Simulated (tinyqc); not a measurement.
Interband optics of a two-band s-p chain from momentum matrix elements: one step. Transitions on the mesh. Three cases, with inputs chosen for the exercise.

Problem. At each k_j = (j + 1/2)/N (2 pi/a) up to the zone edge give D = Ec - Ev, w = |<c|W|v>|^2 and f = w/(c D), c = hbar^2/2m0; the other half of the zone repeats the values.

H(k) = [[Es - 2 ts cos ka, 2i V sin ka], [-2i V sin ka, Ep_ + 2 tp cos ka]] in the basis s, p; the lower band is full, with two electrons a cell. The velocity operator times hbar is W = dH/dk (eV angstrom); intra-atomic dipoles are left out.

Constants: hbar^2/2m0 = 3.80998211 eV angstrom^2.

Case 1.

Values chosen: a = 3.53 angstrom (period); Es = 2.2 eV (upper orbital (s)); Ep_ = -2.37 eV (lower orbital (p)); ts = 0.31 eV (s-s hopping); tp = 0.46 eV (p-p hopping); V = 1.78 eV (s-p hopping); N = 10 (k points).

Case 2.

Values chosen: a = 2.81 angstrom (period); Es = 1.7 eV (upper orbital (s)); Ep_ = -2.25 eV (lower orbital (p)); ts = 0.67 eV (s-s hopping); tp = 0.59 eV (p-p hopping); V = 1.61 eV (s-p hopping); N = 12 (k points).

Case 3.

Values chosen: a = 4.4 angstrom (period); Es = 2.47 eV (upper orbital (s)); Ep_ = -2.49 eV (lower orbital (p)); ts = 0.66 eV (s-s hopping); tp = 0.26 eV (p-p hopping); V = 1.41 eV (s-p hopping); N = 8 (k points).

Give: Transitions.

Solution.

Case 1.

Transitions:

| k (2 pi/a) | D (eV) | w (eV^2 angstrom^2) | f |
|---|---|---|---|
| 0.0500 | 3.8058 | 85.868 | 5.922 |
| 0.1500 | 6.8272 | 4.451 | 0.171 |
| 0.2500 | 8.4605 | 5.232 | 0.162 |
| 0.3500 | 7.9472 | 44.660 | 1.475 |
| 0.4500 | 6.4232 | 132.628 | 5.420 |

D runs from 3.806 to 8.460 eV on the mesh; f is largest at k = 0.0500.

Case 2.

Transitions:

| k (2 pi/a) | D (eV) | w (eV^2 angstrom^2) | f |
|---|---|---|---|
| 0.0417 | 2.2530 | 27.065 | 3.153 |
| 0.1250 | 5.0436 | 0.240 | 0.012 |
| 0.2083 | 7.0406 | 3.704 | 0.138 |
| 0.2917 | 7.7379 | 17.157 | 0.582 |
| 0.3750 | 7.3206 | 43.124 | 1.546 |
| 0.4583 | 6.5981 | 75.480 | 3.003 |

D runs from 2.253 to 7.738 eV on the mesh; f is largest at k = 0.0417.

Case 3.

Transitions:

| k (2 pi/a) | D (eV) | w (eV^2 angstrom^2) | f |
|---|---|---|---|
| 0.0625 | 3.9098 | 75.748 | 5.085 |
| 0.1875 | 6.7278 | 0.011 | 0.000 |
| 0.3125 | 7.6963 | 36.319 | 1.239 |
| 0.4375 | 7.0009 | 129.566 | 4.857 |

D runs from 3.910 to 7.696 eV on the mesh; f is largest at k = 0.0625.

Computed by tinyqc, one run a case: `OMP_NUM_THREADS=1 python tinyqc.py N N+1 out.jsonl` with N = 1651135, 1651385, 1651409; one thread of a shared Intel(R) Xeon(R) Processor @ 2.30GHz, about 0.01 s a run at most.
